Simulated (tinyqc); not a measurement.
Isothermal kinetics: hydrogen passivation and dissociation of interface defects with a spread of activation energies. Computed by tinyqc, a small Python program. Command: `OMP_NUM_THREADS=1 python tinyqc.py 3026221 3026222 out.jsonl passivation walk`. One thread of a shared host (Intel(R) Xeon(R) Processor @ 2.30GHz), about 0.01 s of CPU time with the checks.

Active defects P react as P + H2 -> HP + H and HP -> P + H; released atomic hydrogen is removed. All defects start active. Activation energies are normally distributed, independently for the two reactions.

Inputs (values chosen for the exercise, for a model interface):

| quantity | value | unit |
|---|---|---|
| mean passivation energy E_f | 1.45 | eV |
| spread s_f | 0.055 | eV |
| prefactor k_f0 | 3.8e-08 | cm^3/s |
| mean dissociation energy E_d | 2.81 | eV |
| spread s_d | 0.09 | eV |
| prefactor k_d0 | 4.5e+13 | 1/s |
| dissolved hydrogen [H2] | 1.8e+17 | cm^-3 |
| anneal temperature T | 920 | K |
| anneal time t | 11000 | s |

Ambient: hydrogen.

Constants: k_B = 8.617333262e-05 eV/K.

Method:
- a = k_f0 [H2] exp(-E_f/k_B T), b = k_d0 exp(-E_d/k_B T); the active share of one kind of site is b/(a + b) + (a/(a + b)) exp(-(a + b) t).
- Full average: z from -5 to 5 in steps of 0.125 with normalised weights exp(-z^2/2), energy = mean + spread x z, over both energies.
- Times are decades about 1/(a + b) of the mean site. The last column is the part of the change still to come; rows stop once it is below 1e-5.

dissociation rate b = 0.0181960 1/s

passivation rate a = 77.9700 1/s

Against time:

| t (s) | active share, single energy | active share, spread | unreacted part |
|---|---|---|---|
| 1.00e-05 | 9.9922e-01 | 0.99901 | 0.99901 |
| 1.00e-04 | 9.9223e-01 | 0.99016 | 0.99016 |
| 1.00e-03 | 9.2499e-01 | 0.90815 | 0.90810 |
| 1.00e-02 | 4.5859e-01 | 0.44871 | 0.44840 |
| 1.00e-01 | 6.4344e-04 | 0.01504 | 0.01448 |

A single energy finishes within about two decades of time. With the spread the unreacted part is 0.99 at 1e-4 s and still 0.014 at 0.1 s, where one energy leaves 4.1e-4: a width of s/k_B T = 0.69 in ln(rate) stretches the decay only mildly.
